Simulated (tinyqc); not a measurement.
# Donor or exciton in a quantum well (variational effective-mass method), step by step

A worked calculation. Computed by tinyqc, a small Python program that keeps every step. Command: `OMP_NUM_THREADS=1 python tinyqc.py 3021559 3021560 out.jsonl welldonor walk`. One thread of a shared host (Intel(R) Xeon(R) Processor @ 2.30GHz), about 0.04 s of CPU time with the checks. Intermediate numbers are printed to about 5 digits and carried at full precision; extremes and crossings named in words are read from the listed rows.

Electron and hole in their lowest subbands f(z) = cos(pi z/L); relative in-plane motion exp(-rho/lambda) (separable trial function), H = -nabla_rho^2 - 2/sqrt(rho^2 + (z_e - z_h)^2) in effective units. Mass and screening are the same in well and barrier; l = L/a* is the width in effective units. Bands are flat: no polarisation or applied field.

Inputs (values chosen for the exercise, modelled on CdS):

| quantity | value | unit |
|---|---|---|
| electron mass m | 0.203 | m_0 |
| dielectric constant eps | 8.63 | - |
| well width L | 4 | nm |
| trial radius lambda | 1.7 | a* |
| in-plane hole mass m_h | 0.314 | m_0 |

Centre: exciton. Barriers: infinite.

Constants: Ry = 13.605693123 eV; a_0 = 0.529177210903 angstrom; hbar^2/(2 m_0) = 3.80998212 eV angstrom^2.

## Effective units

mu = m m_h/(m + m_h) takes the place of m; Ry* = Ry m/eps^2, a* = a_0 eps/m; l = L/a*.

mass used = 0.12329 m_0

Ry* = 22.523 meV

a* = 3.7040 nm

l = 1.0799

Caution: so narrow a well has large confinement energy, where non-parabolicity and barrier penetration matter.

## Binding at the trial radius

k = pi/l; f = cos(k z) inside and zero outside. Binding E_b(lambda) = -1/lambda^2 + (8/lambda^2) int_0^l P(z) g(z) dz, with P(z) = (2/l) [(1 - z/l)(1 + cos(2 pi z/l)/2) + (3/(4 pi)) sin(2 pi z/l)] the distribution of |z_e - z_h| and g(z) = int_z^infinity exp(-2 sqrt(r^2 - z^2)/lambda) dr = int_0^infinity exp(-2 rho/lambda) rho/sqrt(rho^2 + z^2) d rho; 40 Gauss-Legendre points in z and 40 in t with rho = lambda t/(1 - t).

int P dz = 1

int P g dz = 0.70127 a*

E_b(lambda) = 1.5952 Ry*

## Best radius

Golden-section search for the maximum over lambda from 0.3 to 4, 40 steps.

best lambda = 0.89770 a*

binding in Ry* = 2.0065

binding energy = 45.194 meV

radius lambda a* = 3.3251 nm

Confinement changes the binding by a factor 2.007 against the bulk value (limits: 4 in two dimensions, 1 inside a wide well, which this separable form does not reach).

## Binding against well width

Each row maximises over lambda (golden section, 0.3 to 4).

Against width:

| L (nm) | lambda (a*) | binding (Ry*) | binding (meV) |
|---|---|---|---|
| 0.6 | 0.5981 | 3.2961 | 74.240 |
| 1.2 | 0.6691 | 2.8923 | 65.144 |
| 2.2 | 0.7637 | 2.4627 | 55.468 |
| 4.0 | 0.8977 | 2.0065 | 45.194 |
| 7.2 | 1.0824 | 1.5685 | 35.327 |
| 13.0 | 1.3387 | 1.1737 | 26.435 |

The binding is largest in the narrowest well, 3.296 Ry* at 0.60 nm, on the way to 4. In the widest well it is 1.174 Ry*. In the narrow rows the confinement energy passes real barrier heights: infinite walls and a parabolic band fail, and with real barriers the binding peaks and falls.

Checks made by the program: the two-dimensional limit, 4 Ry* (relative difference 3e-03); normalisation of P(z) (relative difference below 1e-10).
